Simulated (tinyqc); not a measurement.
Wannier function of the lower band of a two-orbital chain: one step. The same from overlaps (Marzari-Vanderbilt). Five cases, with inputs chosen for the exercise.

Problem. b = 2 pi/N; M_j = u_j^+ diag(1, exp(-i b xb)) u_(j+1), with u_N = u_0. Centre = -(1/2 pi) sum arg M_j; gauge-invariant part Omega_I = (1/(N b^2)) sum (1 - |M_j|^2); gauge-dependent part Omega_D = (1/(N b^2)) sum (arg M_j + b centre)^2.

Case 1.

Values chosen: xb = 0.33 a (position of B (A at 0)).

Mesh:
```
j  E lower (eV)  E upper (eV)                   u_A                   u_B  |<trial|u>|
0     -3.243972      2.883972             0.6524952             0.7577929     0.872325
1     -2.790912      2.610912  0.6187204-0.0838875i  0.7463427+0.2304789i     0.836671
2     -1.706253      1.886253  0.4844435-0.1474852i  0.7611606+0.4052124i     0.715560
3     -0.938537      1.298537             0.2151333             0.9765847     0.536171
4     -1.706253      1.886253  0.4844435+0.1474852i  0.7611606-0.4052124i     0.715560
5     -2.790912      2.610912  0.6187204+0.0838875i  0.7463427-0.2304789i     0.836671
```

Case 2.

Values chosen: xb = 0.49 a (position of B (A at 0)).

Mesh:
```
j  E lower (eV)  E upper (eV)                   u_A                   u_B  |<trial|u>|
0     -2.289127      1.689127             0.8229298             0.5681431     0.983637
1     -1.949368      1.649368  0.8273452-0.0928618i  0.5461257+0.0928618i     0.971191
2     -1.191836      1.491836  0.8574455-0.1277037i  0.4818411+0.1277037i     0.947019
3     -0.740300      1.340300             0.9053282             0.4247126     0.940481
4     -1.191836      1.491836  0.8574455+0.1277037i  0.4818411-0.1277037i     0.947019
5     -1.949368      1.649368  0.8273452+0.0928618i  0.5461257-0.0928618i     0.971191
```

Case 3.

Values chosen: xb = 0.56 a (position of B (A at 0)).

Mesh:
```
j  E lower (eV)  E upper (eV)                   u_A                   u_B  |<trial|u>|
0     -3.019137      2.279137             0.8361348             0.5485240     0.998376
1     -2.566659      2.196659  0.8260695-0.0485210i  0.5551504+0.0840408i     0.992972
2     -1.593988      1.963988  0.8029213-0.0654095i  0.5815529+0.1132925i     0.986127
3     -1.045247      1.785247             0.7908349             0.6120296     0.990898
4     -1.593988      1.963988  0.8029213+0.0654095i  0.5815529-0.1132925i     0.986127
5     -2.566659      2.196659  0.8260695+0.0485210i  0.5551504-0.0840408i     0.992972
```

Case 4.

Values chosen: xb = 0.67 a (position of B (A at 0)).

Mesh:
```
j  E lower (eV)  E upper (eV)                   u_A                   u_B  |<trial|u>|
0     -4.520077      3.640077             0.7049371             0.7092698     0.965128
1     -3.472727      3.200792  0.6874543-0.1240047i  0.6825672+0.2147824i     0.936636
2     -1.136208      1.848143  0.6410272-0.1794819i  0.6784020+0.3108717i     0.894347
3     -1.136208      1.848143  0.6410272+0.1794819i  0.6784020-0.3108717i     0.894347
4     -3.472727      3.200792  0.6874543+0.1240047i  0.6825672-0.2147824i     0.936636
```

Case 5.

Values chosen: xb = 0.45 a (position of B (A at 0)).

Mesh:
```
j  E lower (eV)  E upper (eV)                   u_A                   u_B  |<trial|u>|
0     -2.651494      2.971494             0.6228643             0.7823299     0.988950
1     -2.351214      2.511214  0.5778977-0.2554634i  0.7609329+0.1474919i     0.947936
2     -1.508636      1.348636  0.4081657-0.5098079i  0.6977550+0.2943377i     0.808356
3     -0.566079      0.246079            -0.6432805             0.7656306     0.341415
4     -1.508636      1.348636  0.4081657+0.5098079i  0.6977550-0.2943377i     0.808356
5     -2.351214      2.511214  0.5778977+0.2554634i  0.7609329-0.1474919i     0.947936
```

Give: Overlaps; centre from overlaps; Omega_I; Omega_D.

Solution.

Case 1.

Overlaps:
```
j   |M_j|  arg M_j (rad)
0  0.9984        -0.0822
1  0.9897        -0.1575
2  0.8940        -0.7243
3  0.8940        -0.7243
4  0.9897        -0.1575
5  0.9984        -0.0822
```

centre from overlaps = 0.307 a
Omega_I = 0.0682 a^2
Omega_D = 0.0749 a^2

The centre is the Berry phase over 2 pi and does not depend on the trial orbital (modulo a). Omega_D is 52.3 % of the total; in one dimension a gauge that spreads the phase evenly removes it. The total is 0.1431 a^2, against 0.1931 a^2 (centre 0.312 a) in real space on 96 cells.

Case 2.

Overlaps:
```
j   |M_j|  arg M_j (rad)
0  0.9940        -0.1849
1  0.9830        -0.1421
2  0.9285        -0.0346
3  0.9285        -0.0346
4  0.9830        -0.1421
5  0.9940        -0.1849
```

centre from overlaps = 0.115 a
Omega_I = 0.0558 a^2
Omega_D = 0.0036 a^2

The centre is the Berry phase over 2 pi and does not depend on the trial orbital (modulo a). Omega_D is 6.1 % of the total; in one dimension a gauge that spreads the phase evenly removes it. The total is 0.0594 a^2, against 0.0639 a^2 (centre 0.117 a) in real space on 96 cells.

Case 3.

Overlaps:
```
j   |M_j|  arg M_j (rad)
0  0.9848        -0.1742
1  0.9693        -0.1945
2  0.9158        -0.2235
3  0.9158        -0.2235
4  0.9693        -0.1945
5  0.9848        -0.1742
```

centre from overlaps = 0.189 a
Omega_I = 0.0766 a^2
Omega_D = 0.0004 a^2

The centre is the Berry phase over 2 pi and does not depend on the trial orbital (modulo a). Omega_D is 0.5 % of the total; in one dimension a gauge that spreads the phase evenly removes it. The total is 0.0769 a^2, against 0.0824 a^2 (centre 0.193 a) in real space on 96 cells.

Case 4.

Overlaps:
```
j   |M_j|  arg M_j (rad)
0  0.9839        -0.3605
1  0.9512        -0.4280
2  0.4444        -0.8105
3  0.9512        -0.4280
4  0.9839        -0.3605
```

centre from overlaps = 0.380 a
Omega_I = 0.1338 a^2
Omega_D = 0.0181 a^2

The centre is the Berry phase over 2 pi and does not depend on the trial orbital (modulo a). Omega_D is 11.9 % of the total; in one dimension a gauge that spreads the phase evenly removes it. The total is 0.1520 a^2, against 0.2261 a^2 (centre 0.375 a) in real space on 96 cells. The overlaps are finite differences in k, which are coarse on this mesh, and the function does not fit into N cells.

Case 5.

Overlaps:
```
j   |M_j|  arg M_j (rad)
0  0.9977        -0.3335
1  0.9940        -0.3526
2  0.7792        -1.4277
3  0.7792        -1.4277
4  0.9940        -0.3526
5  0.9977        -0.3335
```

centre from overlaps = 0.673 a
Omega_I = 0.1244 a^2
Omega_D = 0.2385 a^2

The centre is the Berry phase over 2 pi and does not depend on the trial orbital (modulo a). Omega_D is 65.7 % of the total; in one dimension a gauge that spreads the phase evenly removes it. The total is 0.3629 a^2, against 1.1811 a^2 (centre 0.681 a) in real space on 96 cells. The overlaps are finite differences in k, which are coarse on this mesh, and the function does not fit into N cells.

Computed by tinyqc, one run a case: `OMP_NUM_THREADS=1 python tinyqc.py N N+1 out.jsonl` with N = 1481086, 1481377, 1481602, 1481610, 1481967; one thread of a shared Intel(R) Xeon(R) Processor @ 2.30GHz, about 0.2 s a run at most.
